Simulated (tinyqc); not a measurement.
# Loss and coupling from a measured resonance

Inverse problem. An all-pass ring of radius Rr has F = FSR/FWHM = pi sqrt(a t)/(1 - a t) and Tmin = (a - t)^2/(1 - a t)^2; it is known to be overcoupled (t < a). a = 10^(-al L/20), L = 2 pi Rr, k2 = 1 - t^2, FSR = lam^2/(ng L). Find ng, al and k2.

Parameters, values chosen for the exercise: cold resonance wavelength lam = 1550 nm; ring radius Rr = 50 um.

FSR = 3.842912068 nm
FWHM = 7.308530856 pm
Tmin (linear) = 0.2298112036

Solution. The finesse gives the product a t, Tmin the difference |a - t|; the spectrum alone cannot tell which is which.

ng = 1.990
al = 0.4300 dB/cm
k2 = 0.008800

Computed by the program tinyqc: `OMP_NUM_THREADS=1 python tinyqc.py 2650042 2650043 out.jsonl`, one thread of a shared Intel Xeon 2.30GHz, about 0.01 s for the whole run.
